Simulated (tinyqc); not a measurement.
Finite line against the semi-infinite law: electromigration in a confined line: Blech product, Korhonen stress evolution and Black's law. Computed by tinyqc, a small Python program. Command: `OMP_NUM_THREADS=1 python tinyqc.py 3012929 3012930 out.jsonl emigr walk`. One thread of a shared host (Intel(R) Xeon(R) Processor @ 2.30GHz), about 0.01 s of CPU time with the checks.

The electron wind pushes atoms from the cathode (x = 0) to the anode (x = L); blocking ends build a back stress (tension positive). The input rho is taken not to change with temperature. d sigma/dt = d/dx [kappa (d sigma/dx + G)], with zero flux at both ends and sigma = 0 at t = 0.

Inputs (values chosen for the exercise, close to those used for cobalt lines):
```
quantity                      value          unit
resistivity rho                11.1  micro-ohm cm
atomic volume Omega            11.1    angstrom^3
effective charge number Z*      2.7             -
prefactor D0                1.4e-06         m^2/s
activation energy E            1.27            eV
effective modulus B              43           GPa
critical stress sigma_c         310           MPa
current density j              0.98       MA/cm^2
line length L                   140            um
test temperature T              240             C
```

Start: stress-free.

Constants: e = 1.602176634e-19 C; k_B = 8.617333262e-05 eV/K; k_B = 1.380649e-23 J/K.

Method:
- G = Z* e rho j/Omega; D = D0 exp(-E/(k_B T)); kappa = D B Omega/(k_B T); drift velocity of an unconfined line v = D Z* e rho j/(k_B T). SI: 1 micro-ohm cm = 1e-8 ohm m, 1 MA/cm^2 = 1e10 A/m^2.
- Temperatures in kelvin are T(C) + 273.15.
- At steady state sigma(x) = G (L/2 - x). A void forms only if the cathode stress reaches sigma_c, that is if j L exceeds (j L)_c = 2 Omega (sigma_c)/(Z* e rho). Time scale tau = L^2/kappa.
- sigma(x, t) = G L [1/2 - x/L - 4 sum_(m odd) cos(m pi x/L) exp(-m^2 pi^2 s)/(m pi)^2], s = t/tau, summed to m = 399.
- Semi-infinite line: sigma(0, t) = 2 G L sqrt(s/pi). One-term form: keep m = 1 alone.

tau = 171537 h

stress gradient G = 42.3936 MPa/um

Cathode stress (MPa):
```
s           t (h)  full series  semi-infinite  one term
0.002  3.4307e+02        299.5          299.5     609.2
0.005  8.5769e+02        473.6          473.6     678.0
0.01   1.7154e+03        669.7          669.7     788.2
0.02   3.4307e+03        947.1          947.1     993.0
0.05   8.5769e+03       1495.9         1497.5    1499.1
0.1    1.7154e+04       2071.0         2117.8    2071.0
0.2    3.4307e+04       2633.4         2995.0    2633.4
0.4    6.8615e+04       2921.1         4235.6    2921.1
0.8    1.3723e+05       2966.7         5990.0    2966.7
```

What does the comparison show, and why?

Among these rows the semi-infinite law holds to 1 % up to s = 0.05 and the one-term form from s = 0.05 on: the far end is felt once sqrt(kappa t) is no longer small against L, and by then the terms with m > 1 have nearly died out. The critical stress 310 MPa is passed between s = 0.002 and 0.005. Caution: rows beyond sigma_c are formal, since a void ends the model there.
